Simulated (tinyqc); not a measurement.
Inside a calculation. Model: anisotropic wet etching of Si(100): plane rates, V-grooves, membranes and undercut. Computed by tinyqc, a small Python program that keeps every step. Command: `OMP_NUM_THREADS=1 python tinyqc.py 3006070 3006071 out.jsonl wetetch walk`. One thread of a shared host (Intel(R) Xeon(R) Processor @ 2.30GHz), about 0.01 s of CPU time with the checks. Intermediate numbers are printed to about 7 digits and carried at full precision; extremes and crossings named in words are read from the listed rows.

A long slot opens the mask on a (100) wafer. The floor etches at R100; (111) walls stand at theta = arctan(sqrt2) = 54.7356 degrees to the surface and recede at R111 along their normal.

Inputs (values chosen for the exercise, close to those used for potassium hydroxide solutions):

| quantity | value | unit |
|---|---|---|
| prefactor k0 of the (100) rate | 3.9e+08 | um/min |
| activation energy of (100), E | 0.59 | eV |
| ratio (100)/(111) at 80 C | 220 | - |
| extra energy of (111), dE | 0.084 | eV |
| ratio (100)/oxide at 80 C | 170 | - |
| extra energy of the oxide, dE_ox | 0.23 | eV |
| corner undercut rate over (100) rate, c | 1.7 | - |
| bath temperature T | 85 | C |
| width w (mask opening along <110>, or membrane width in the design step) | 520 | um |
| misalignment of the mask | 2 | degrees |
| etch time t | 6 | min |
| wafer thickness d | 525 | um |
| membrane thickness wanted | 31 | um |

Constants: k_B = 8.617333262e-05 eV/K.

## Rates

R100 = k0 exp(-E/(k_B T)); a ratio given at 80 C scales as exp[(extra energy/k_B)(1/T - 1/353.15 K)]; R111 and R_ox follow by division. Temperatures in kelvin are T(C) + 273.15.

R100 = 1.944301 um/min

R111 = 0.009184939 um/min

R_ox = 0.01270977 um/min

anisotropy R100/R111 = 211.6836

## Shape after the time t

A misaligned edge exposes ledges and adds R100 sin(misalignment) to the lateral rate (a simple estimate): u = R111/sin(theta) + R100 sin(misalignment). Top width W = w + 2 u t; floor width b = W - 2 z/tan(theta) = W - sqrt2 z. The floor lasts until b = 0, at t_V = w/(sqrt2 R100 - 2u); depth z = R100 t before t_V and W/sqrt2 after.

lateral rate u = 0.07910434 um/min

time t_V to close the V = 200.6600 min

top width W = 520.9493 um

depth z = 11.66581 um

floor width b = 504.4513 um

The floor remains; undercut per side is 0.475 um, 4.07 % of the depth.

## Designing a membrane from the back side

Etch depth d - membrane, time = depth/R100; for a membrane as wide as w the opening must be w + sqrt2 depth - 2 u time; oxide mask consumed R_ox x time; a 1 K error changes the depth by the fraction E/(k_B T^2); a convex mask corner, such as that of a mesa, would retreat by c x depth.

time to reach the membrane = 254.0759 min

opening needed = 1178.424 um

oxide consumed = 3229.246 nm

depth error per kelvin = 26.36794 um

retreat of a convex corner = 839.8 um

The error per kelvin is 85 % of the membrane, so a timed etch cannot hold it and an etch stop is needed. The oxide loss calls for a nitride mask. A corner retreat larger than the depth shows why mesas need compensation structures. Caution: rates also depend on concentration, doping, additives and stirring, all held fixed here.

## Speed against selectivity over temperature

Each row etches to the depth d - membrane; undercut per side = (R111/sin(theta) + R100 sin(misalignment)) x time.

Etching to a fixed depth:

| T (C) | R100 (um/min) | R100/R111 | time (h) | undercut (um) | oxide consumed (nm) |
|---|---|---|---|---|---|
| 30 | 0.060603 | 346.8484 | 135.8579 | 18.98470 | 835.430 |
| 40 | 0.124656 | 313.0006 | 66.0484 | 19.17333 | 1106.659 |
| 50 | 0.245217 | 284.2567 | 33.5757 | 19.36879 | 1440.657 |
| 60 | 0.463178 | 259.6496 | 17.7757 | 19.57051 | 1845.996 |
| 70 | 0.843039 | 238.4276 | 9.7663 | 19.77791 | 2331.447 |
| 80 | 1.483260 | 220.0000 | 5.5508 | 19.99046 | 2905.882 |
| 90 | 2.529724 | 203.8979 | 3.2546 | 20.20764 | 3578.183 |
| 100 | 4.192779 | 189.7457 | 1.9637 | 20.42896 | 4357.151 |

From 30 to 100 C the time falls by a factor 69.2, while the oxide loss grows by 5.22 and the undercut by 1.08: the slower planes and the mask have the higher activation energies, so heat costs selectivity. Misalignment gives 17.2 um of the undercut at any T.

Checks made by the program: depth against time integration (relative difference below 1e-10).
